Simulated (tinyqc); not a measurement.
One mass for the acceptor? Model: shallow acceptor in the spherical model (Baldereschi-Lipari), strong spin-orbit limit. Computed by tinyqc, a small Python program. Command: `OMP_NUM_THREADS=1 python tinyqc.py 3008348 3008349 out.jsonl acceptor walk`. One thread of a shared host (Intel(R) Xeon(R) Processor @ 2.30GHz), about 0.01 s of CPU time with the checks.

The 1S(3/2) state has an s envelope f(r) and a d envelope g(r). In effective units they obey -(f'' + 2f'/r + 2f/r) + mu (g'' + 5g'/r + 3g/r^2) = E f and -(g'' + 2g'/r - 6g/r^2 + 2g/r) + mu (f'' - f'/r) = E g. The cubic term, the split-off band and the central cell are left out.

Inputs (values chosen for the exercise, modelled on GaP):
```
quantity,value,unit
Luttinger gamma_1,3.98,-
Luttinger gamma_2,0.5,-
Luttinger gamma_3,1.24,-
dielectric constant eps,11.1,-
spin-orbit gap Delta_so,78,meV
```

Constants: Ry = 13.605693123 eV; a_0 = 0.529177210903 angstrom.

Method:
- Ry* = Ry/(gamma_1 eps^2), a* = a_0 eps gamma_1, mu = (6 gamma_3 + 4 gamma_2)/(5 gamma_1), delta = (gamma_3 - gamma_2)/gamma_1; spherical masses 1/(gamma_1 (1 - mu)) (heavy) and 1/(gamma_1 (1 + mu)) (light).
- Basis: f_i = exp(-zeta_i r), g_i = r exp(-zeta_i r), weight r^2 dr, s = zeta_i + zeta_j. S_ff = 2/s^3, H_ff = zeta_i zeta_j S_ff - 2/s^2; S_gg = 24/s^5, H_gg = 8/s^3 + 24 zeta_i zeta_j/s^5 - 12/s^4; H(f_i, g_j) = mu (6 zeta_i^2/s^4 + 2 zeta_i/s^3); S_fg = 0. Each function is normalised by sqrt(S_ii).
- Large basis: zeta_i = 0.08 x 1.55^(i-1), i = 1..20 in each channel; overlap eigenvalues below 1e-11 are dropped.
- Binding energies are -E Ry*; the mass that fits is E(1S) eps^2/Ry.
- Hydrogenic binding Ry m/eps^2; the density-of-states mass is (m_H^(3/2) + m_L^(3/2))^(2/3); errors are against the large basis.

light-hole mass = 0.170416 m_0

heavy-hole mass = 0.478011 m_0

1S(3/2) binding energy = 34.9636 meV

1S binding energy:
```
mass,value (m_0),binding (meV),error (%)
light hole,0.17042,18.818,-46.177
1/gamma_1,0.25126,27.745,-20.645
mean of heavy and light,0.32421,35.802,2.398
heavy hole,0.47801,52.785,50.972
density of states,0.54364,60.033,71.701
```

The coupled result, 34.96 meV, lies between the 1/gamma_1 value (no coupling) and the heavy-hole value; the closest single rule here is "mean of heavy and light", off by +2.4 %. Caution: gamma_3 and gamma_2 differ by more than 0.17 gamma_1: band warping, left out here, adds several per cent to the binding. Caution: the binding exceeds a fifth of the spin-orbit gap Delta_so, so the split-off band, left out, matters.
